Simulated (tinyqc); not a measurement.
Polytypes and stacking faults of a tetrahedral semiconductor in an axial Ising model with couplings up to third neighbours: one step, computed by the program tinyqc. Command: `OMP_NUM_THREADS=1 python tinyqc.py 3018895 3018896 out.jsonl polytype walk`. One thread of a shared host (Intel(R) Xeon(R) Processor @ 2.30GHz), about 0.01 s of CPU time with the checks.

Each double layer has s = +1 or -1 for the sense of its stacking step; E per pair of atoms = E0 - sum_n J_n <s_i s_(i+n)>, n = 1, 2, 3. Hexagonality h = (1 - <s_i s_(i+1)>)/2.

Problem. Electronic energy gained by the fault. The fault binds electrons in a two-dimensional band E_b below the conduction edge, g2 = m m0/(pi hbar^2) for one valley. With the Fermi level held by the bulk, eta = ln[n/N_c(T)], N_c(T) = N_c (T/300)^1.5, the grand potential falls by g2 (k_B T)^2 F1(x), x = eta + E_b/(k_B T), F1(x) = integral from 0 to infinity of ln(1 + exp(x - t)) dt; sheet density g2 k_B T ln(1 + e^x). Band bending by the trapped charge is left out, so the gain is an upper bound. Net fault energy = gamma of the single Shockley (42) fault less the electronic gain.

Inputs (values chosen for the exercise, for a model crystal):
```
quantity                                    value    unit
binding energy of the fault level E_b        0.26      eV
in-plane mass m                              0.29      m0
effective density of states N_c at 300 K  1.7e+19  1/cm^3
electron density n                        8.3e+17  1/cm^3
temperature T                                 800       K
```

Host polytype: 6H.

energy of the glide fault, single Shockley (42) = 2.574259 mJ/m^2

Constants: m_0 = 9.1093837015e-31 kg; hbar = 1.054571817e-34 J s; k_B = 1.380649e-23 J/K; k_B = 8.617333262e-05 eV/K.

Give: x; sheet density; electronic gain; net fault energy.

Solution.

x = -0.7193

sheet density = 3.314e+12 1/cm^2

electronic gain = 0.4039 mJ/m^2

net fault energy = 2.170 mJ/m^2

The gain offsets 16 % of the fault energy.
